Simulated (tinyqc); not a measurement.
Three ways to interpolate a mass: alloy A(1-x)B(x) by interpolation with bowing.

Each gap follows E(x) = (1 - x) E_A + x E_B - C x (1 - x); the lattice constant follows Vegard, a(x) = (1 - x) a_A + x a_B.

Mass at Gamma from the Kane formula 1/m = F + Ep (Eg + 2 Dso/3)/(Eg (Eg + Dso)). F is fixed by the masses of A and B and interpolated linearly, as is Ep; Eg and Dso carry their bowing.

Inputs chosen for the exercise (A near InP, B near GaP; shifted at random, so the results belong to these values and not to a real crystal):
- Eg = (1.434, 2.916) eV (gap at Gamma to the s-like level of A, B)
- Dso = (0.108, 0.08) eV (spin-orbit splitting of A, B)
- Ep = (20.9, 31.3) eV (Kane energy of A, B)
- me = (0.0804, 0.1283) m0 (electron mass at Gamma of A, B)
- C = (0.645, 0.206, 0.968) eV (bowing of the Gamma, X and L gaps)
- Cs = 0 eV (bowing of Dso)

Linear in m, linear in 1/m, and the Kane formula.

Masses (m0):
```
x      Eg (eV)  linear in m  linear in 1/m    Kane  Kane m/Eg (1/eV)
0.000    1.434       0.0804         0.0804  0.0804            0.0561
0.125    1.549       0.0864         0.0843  0.0826            0.0533
0.250    1.684       0.0924         0.0887  0.0859            0.0510
0.375    1.839       0.0984         0.0935  0.0903            0.0491
0.500    2.014       0.1043         0.0989  0.0957            0.0475
0.625    2.209       0.1103         0.1049  0.1022            0.0462
0.750    2.425       0.1163         0.1117  0.1097            0.0452
0.875    2.660       0.1223         0.1194  0.1183            0.0445
1.000    2.916       0.1283         0.1283  0.1283            0.0440
```

What does the comparison show?

At x = 0.5 the three give 0.1043, 0.0989 and 0.0957; judged by the largest distance, the Kane value is closer to the interpolation in 1/m (largest distances 0.0086 m0 from the rule in m, 0.0032 m0 from the rule in 1/m). The ratio m/Eg varies by a factor of 1.27 while the gap varies by 2.03; a constant ratio is the two-band rule m = Eg/Ep at fixed Ep.

Run: tinyqc, `OMP_NUM_THREADS=1 python tinyqc.py 1081511 1081512 out.jsonl`; Intel(R) Xeon(R) Processor @ 2.30GHz, one thread, shared host; about 0.01 s of CPU time with all checks.
